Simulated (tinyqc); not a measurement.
Anneal temperature: kinetics of strain relaxation and threading dislocations in mismatched semiconductor layers. Computed by tinyqc, a small Python program. Command: `OMP_NUM_THREADS=1 python tinyqc.py 3012961 3012962 out.jsonl threading walk`. One thread of a shared host (Intel(R) Xeon(R) Processor @ 2.30GHz), about 0.01 s of CPU time with the checks.

60-degree dislocations on {111} planes of a (001) layer, isotropic elasticity. The Schmid factor is 1/sqrt(6), and a misfit segment relieves strain with b/2.

Inputs (values chosen for the exercise, modelled on In(0.2)Ga(0.8)As on GaAs):

| quantity | value | unit |
|---|---|---|
| misfit f | 0.015 | - |
| shear modulus G | 42.7 | GPa |
| Poisson ratio nu | 0.32 | - |
| Burgers vector b | 4.05 | angstrom |
| glide activation energy Q | 1.29 | eV |
| velocity prefactor v0 | 8300 | m/s per MPa |
| layer thickness h | 37 | nm |
| anneal temperature T | 662 | K |
| anneal time t | 11 | s |
| initial thread density rho_0 | 760000 | 1/cm^2 |
| multiplication constant delta | 26000 | 1/m |

Sources: fixed density of threads.

Constants: k_B = 8.617333262e-05 eV/K.

Method:
- Excess resolved stress tau = (1/sqrt 6) [2 G (1 + nu)/(1 - nu)] (e - e_eq), e_eq = b (1 - nu/4) [ln(h/b) + 1]/(4 pi (1 + nu) h), the Matthews-Blakeslee strain of an uncapped layer; glide velocity v = v0 tau exp(-Q/(k_B T)), tau in MPa.
- Threads run in two directions, so de/dt = -(b/4) rho v, with rho fixed. With x = e - e_eq, x0 = f - e_eq (fully strained at t = 0) and v = m S x (m the mobility, S x = tau): x = x0 exp(-t/t_r), t_r = 4/(b rho_0 m S).
- The half time is that at which x = x0/2.

half time = 10.6122 s

excess stress tau = 788.583 MPa

equilibrium strain e_eq = 0.00334800

After the time t:

| T (K) | first velocity (micrometre/s) | relieved (%) | threads (1/cm^2) | half time (s) |
|---|---|---|---|---|
| 549 | 9.4151e+00 | 0.682 | 760000 | 1.1148e+03 |
| 575 | 3.2307e+01 | 2.320 | 760000 | 3.2488e+02 |
| 605 | 1.1748e+02 | 8.180 | 760000 | 8.9344e+01 |
| 630 | 3.1360e+02 | 20.373 | 760000 | 3.3469e+01 |
| 661 | 9.5577e+02 | 50.058 | 760000 | 1.0982e+01 |
| 682 | 1.9196e+03 | 75.203 | 760000 | 5.4678e+00 |
| 712 | 4.8402e+03 | 97.029 | 760000 | 2.1685e+00 |
| 762 | 1.9232e+04 | 100.000 | 760000 | 5.4576e-01 |

What does the comparison show, and why?

The half time follows exp(Q/(k_B T)), a decade for each 67 K near 661 K. Relief goes from 20 % at 630 K to 75.2 % at 682 K: with a fixed density the onset is gradual, and more threads relax the layer sooner. Caution: rows with more than 50 % relieved leave out blocking by crossing misfit lines, which slows real layers.

Extremes, crossings and ranges named in words are read from the listed rows.
